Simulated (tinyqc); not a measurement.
FCI on RHF in the 3-21g basis, for H2, spin multiplicity 1, step by step. Computed by tinyqc, a small Python program that keeps every step (integrals from PySCF). Settings: charge = 0, multiplicity = 1, basis = 3-21g, method = RHF, energy threshold = 1e-10, iteration cap = 71, orthogonalisation = symmetric, start = Wolfsberg-Helmholz matrix, DIIS depth = 6, ci = FCI, davidson = 1. Command: `OMP_NUM_THREADS=1 python tinyqc.py 24488 24489 out.jsonl` (the two numbers bound the seeds that draw the settings). One thread of a shared host (Intel(R) Xeon(R) Processor @ 2.60GHz), about 0.06 s of CPU time with the checks. The early iterations of the SCF are left out here.

## One-electron integrals

Geometry (angstrom):
```
atom         x         y         z
H     0.000000  0.000000  0.000000
H     0.000000  0.000000  0.949000
```

Basis 3-21g: exponents (1/bohr^2) and contraction coefficients of normalised primitives:
```
element  l (shell)  exponent  coefficient
H            s (1)  5.447178     0.156285
H            s (1)  0.824547     0.904691
H            s (2)  0.183192     1.000000
```

Overlap, kinetic and nuclear-attraction integrals over the contracted functions; the nuclear repulsion is the sum of Za Zb / Rab.

nuclear repulsion = 0.55761561 hartree

overlap S, lower triangle:
```
          1H 1s     1H 2s     2H 1s     2H 2s
1H 1s  1.000000
1H 2s  0.645899  1.000000
2H 1s  0.233057  0.397131  1.000000
2H 2s  0.397131  0.744843  0.645899  1.000000
```

kinetic energy T (hartree), lower triangle:
```
          1H 1s     1H 2s     2H 1s     2H 2s
1H 1s  1.549405
1H 2s  0.293152  0.274788
2H 1s  0.012984  0.121645  1.549405
2H 2s  0.121645  0.164478  0.293152  0.274788
```

nuclear attraction V (hartree), lower triangle:
```
           1H 1s      1H 2s      2H 1s      2H 2s
1H 1s  -2.278019
1H 2s  -1.139102  -1.171058
2H 1s  -0.484452  -0.722638  -2.278019
2H 2s  -0.722638  -0.925796  -1.139102  -1.171058
```

core Hamiltonian H = T + V (hartree), lower triangle:
```
           1H 1s      1H 2s      2H 1s      2H 2s
1H 1s  -0.728615
1H 2s  -0.845950  -0.896270
2H 1s  -0.471468  -0.600993  -0.728615
2H 2s  -0.600993  -0.761318  -0.845950  -0.896270
```

## Two-electron integrals

Functions are numbered as in S; the eight-fold symmetry (ij|kl) = (ji|kl) = (kl|ij) leaves the list below.

Two-electron integrals (ij|kl) in chemists' order, unique and non-zero (hartree):
```
(11|11) 1.140145   (21|11) 0.611403   (21|21) 0.345152   (22|11) 0.626370
(22|21) 0.380329   (22|22) 0.482957   (31|11) 0.202331   (31|21) 0.117007
(31|22) 0.133470   (31|31) 0.056126   (32|11) 0.244918   (32|21) 0.150671
(32|22) 0.194313   (32|31) 0.078335   (32|32) 0.129834   (33|11) 0.549074
(33|21) 0.346452   (33|22) 0.468665   (33|31) 0.202331   (33|32) 0.366894
(33|33) 1.140145   (41|11) 0.366894   (41|21) 0.208266   (41|22) 0.231626
(41|31) 0.078335   (41|32) 0.103464   (41|33) 0.244918   (41|41) 0.129834
(42|11) 0.430643   (42|21) 0.263858   (42|22) 0.342819   (42|31) 0.107411
(42|32) 0.168708   (42|33) 0.430643   (42|41) 0.168708   (42|42) 0.267940
(43|11) 0.346452   (43|21) 0.217158   (43|22) 0.293180   (43|31) 0.117007
(43|32) 0.208266   (43|33) 0.611403   (43|41) 0.150671   (43|42) 0.263858
(43|43) 0.345152   (44|11) 0.468665   (44|21) 0.293180   (44|22) 0.402768
(44|31) 0.133470   (44|32) 0.231626   (44|33) 0.626370   (44|41) 0.194313
(44|42) 0.342819   (44|43) 0.380329   (44|44) 0.482957
```

## Orthogonalisation

S = U s U^T; symmetric (Loewdin) form X = U s^(-1/2) U^T, so that X^T S X = 1.

eigenvalues of S: 0.154165  0.414989  0.867935  2.562911

X, lower triangle:
```
           1H 1s      1H 2s      2H 1s     2H 2s
1H 1s   1.240437
1H 2s  -0.482014   1.658175
2H 1s  -0.041435   0.031535   1.240437
2H 2s   0.031535  -0.680210  -0.482014  1.658175
```

## Iteration 6 (converged): orbitals

converged F (hartree), lower triangle:
```
           1H 1s      1H 2s      2H 1s      2H 2s
1H 1s   0.196988
1H 2s  -0.435961  -0.325823
2H 1s  -0.427000  -0.432562   0.196988
2H 2s  -0.432562  -0.383728  -0.435961  -0.325823
```

Diagonalise F' = X^T F X, C = X C', fill 1 alpha and 1 beta electrons from the bottom; D = 2 C_occ C_occ^T. Each column has its largest component positive (the first on a tie).

F' = X^T F X (hartree), lower triangle:
```
           1          2          3         4
1   0.754323
2  -0.624615   0.264658
3  -0.290756  -0.133220   0.754323
4  -0.133220  -0.224698  -0.624615  0.264658
```

orbital energies (hartree): MO1 -0.535114, MO2 0.202704, MO3 1.038640, MO4 1.331731

coefficients C:
```
            MO1        MO2        MO3        MO4
1H 1s  0.258756   0.143059   0.867937  -0.965918
1H 2s  0.358321   1.245266  -0.671773   1.146822
2H 1s  0.258756  -0.143059   0.867937   0.965918
2H 2s  0.358321  -1.245266  -0.671773  -1.146822
```

D after iteration 6, lower triangle:
```
          1H 1s     1H 2s     2H 1s     2H 2s
1H 1s  0.133909
1H 2s  0.185435  0.256787
2H 1s  0.133909  0.185435  0.133909
2H 2s  0.185435  0.256787  0.185435  0.256787
```

## Convergence

Stop when the energy changes by less than 1e-10 hartree and every element of the error matrix X^T (F D S - S D F) X is below 3e-06.

Course of the cycle:
```
iteration  E (hartree)     change  largest element of the error matrix
1          -1.07467008          -                             1.31e-01
2          -1.09989779  -2.52e-02                             1.97e-02
3          -1.10047574  -5.78e-04                             1.19e-05
4          -1.10047574  -1.74e-10                             4.91e-06
5          -1.10047574  -2.18e-11                             3.10e-06
6          -1.10047574  -6.71e-12                             2.26e-06
```

PySCF RHF in the same basis = -1.10047574 hartree

Converged in 6 iterations.

## Integrals over molecular orbitals

(pq|rs) = sum C_ip C_jq C_kr C_ls (ij|kl), one index at a time.

one-electron integrals over orbitals h = C^T H C (hartree), lower triangle:
```
           1          2         3         4
1  -1.122978
2   0.000000  -0.603614
3  -0.138008   0.000000  0.070451
4   0.000000   0.194524  0.000000  0.250581
```

Two-electron integrals over orbitals (pq|rs), unique and non-zero (hartree):
```
(11|11) 0.587864    (21|21) 0.110043    (22|11) 0.458181    (22|22) 0.420066
(31|11) 0.138008    (31|22) 0.069024    (31|31) 0.098858    (32|21) 0.007781
(32|32) 0.037279    (33|11) 0.533524    (33|22) 0.424369    (33|31) 0.126921
(33|33) 0.508539    (41|21) -0.080077   (41|32) -0.048155   (41|41) 0.110839
(42|11) -0.137300   (42|22) -0.071568   (42|31) -0.082165   (42|33) -0.122741
(42|42) 0.082007    (43|21) -0.122484   (43|32) -0.036638   (43|41) 0.127679
(43|43) 0.179720    (44|11) 0.595995    (44|22) 0.470249    (44|31) 0.177959
(44|33) 0.567214    (44|42) -0.166155   (44|44) 0.666896
```

## FCI: determinants and Hamiltonian

Hartree-Fock energy = -1.10047574 hartree

Slater-Condon rules over spin orbitals, with the nuclear repulsion added and E(HF) subtracted on the diagonal.

Occupation strings over the orbitals (2 doubly, a alpha, b beta, 0 empty; spin orbitals ordered 1a 1b 2a 2b ...): 2000 ab00 a0b0 a00b ba00 b0a0 b00a 0200 0ab0 0a0b 0ba0 0020 00ab 0b0a 00ba 0002

H - E(HF) between determinants (hartree), lower triangle:
```
           2000       ab00       a0b0       a00b       ba00       b0a0       b00a       0200
2000   0.000000
ab00   0.000000   0.389680
a0b0   0.000000   0.000000   1.139088
a00b   0.000000   0.057223   0.000000   1.381689
ba00   0.000000  -0.110043   0.000000   0.080077   0.389680
b0a0   0.000000   0.000000  -0.098858   0.000000   0.000000   1.139088
b00a   0.000000   0.080077   0.000000  -0.110839   0.057223   0.000000   1.381689
0200   0.110043   0.000000   0.007781   0.000000   0.000000  -0.007781   0.000000   0.870929
0ab0   0.000000   0.007781   0.000000  -0.122484   0.068984   0.000000   0.082165   0.000000
0a0b  -0.080077   0.000000  -0.122484   0.000000   0.000000   0.048155   0.000000   0.122955
0ba0   0.000000   0.068984   0.000000   0.082165   0.007781   0.000000  -0.122484   0.000000
0020   0.098858   0.000000  -0.011087   0.000000   0.000000   0.011087   0.000000   0.037279
00ab   0.000000  -0.082165   0.000000   0.039950   0.048155   0.000000  -0.127679   0.000000
0b0a   0.080077   0.000000   0.048155   0.000000   0.000000  -0.122484   0.000000  -0.122955
00ba   0.000000   0.048155   0.000000  -0.127679  -0.082165   0.000000   0.039950   0.000000
0002   0.110839   0.000000   0.127679   0.000000   0.000000  -0.127679   0.000000   0.082007

           0ab0       0a0b       0ba0      0020       00ab       0b0a      00ba      0002
0ab0   1.549297
0a0b   0.000000   1.775306
0ba0  -0.037279   0.000000   1.549297
0020   0.000000  -0.036638   0.000000  2.307532
00ab  -0.036638   0.000000  -0.071782  0.000000   2.546337
0b0a   0.000000  -0.082007   0.000000  0.036638   0.000000   1.775306
00ba  -0.071782   0.000000  -0.036638  0.000000  -0.179720   0.000000  2.546337
0002   0.000000   0.028368   0.000000  0.179720   0.000000  -0.028368  0.000000  2.826149
```

## FCI: roots

Diagonalise (each vector has its largest component positive (the first on a tie)); all determinants have Ms = 0, so triplets appear too. The lowest singlet root is the correlation energy.

lowest roots of this matrix, relative to E(HF) (hartree): -0.030198  0.255577  0.488327  0.851446  1.031877  1.177693  1.275346  1.314846

lowest vectors:
```
         root 1     root 2     root 3     root 4
2000   0.987500   0.000000   0.000000   0.139110
ab00   0.000000   0.699084   0.704587   0.000000
a0b0   0.010835   0.000000   0.000000  -0.061915
a00b   0.000000  -0.095914   0.017948   0.000000
ba00   0.000000   0.699084  -0.704587   0.000000
b0a0  -0.010835   0.000000   0.000000   0.061915
b00a   0.000000  -0.095914  -0.017948   0.000000
0200  -0.130158   0.000000   0.000000   0.970777
0ab0   0.000000  -0.045363   0.041360   0.000000
0a0b   0.051183   0.000000   0.000000  -0.118505
0ba0   0.000000  -0.045363  -0.041360   0.000000
0020  -0.035336   0.000000   0.000000  -0.037090
00ab   0.000000   0.004947   0.039039   0.000000
0b0a  -0.051183   0.000000   0.000000   0.118505
00ba   0.000000   0.004947  -0.039039   0.000000
0002  -0.034344   0.000000   0.000000  -0.033337
```

<S^2> of these roots: 0.000000  2.000000  0.000000  0.000000  2.000000  0.000000  2.000000  0.000000

weight of the ground state by excitation level 0, 1, 2, ...: 0.975157  0.000235  0.024609

## The lowest root by the Davidson method

Start from the reference; add the residual divided by (theta - H_ii), orthogonalised, at each step.

Davidson iterations:
```
iteration  subspace  lowest Ritz value (hartree)  residual norm
1                 1                            0       2.17e-01
2                 2                  -0.02958481       3.25e-02
3                 3                  -0.03019415       2.77e-03
4                 4                  -0.03019752       2.57e-04
5                 5                  -0.03019755       2.50e-05
6                 6                  -0.03019755       1.11e-16
```
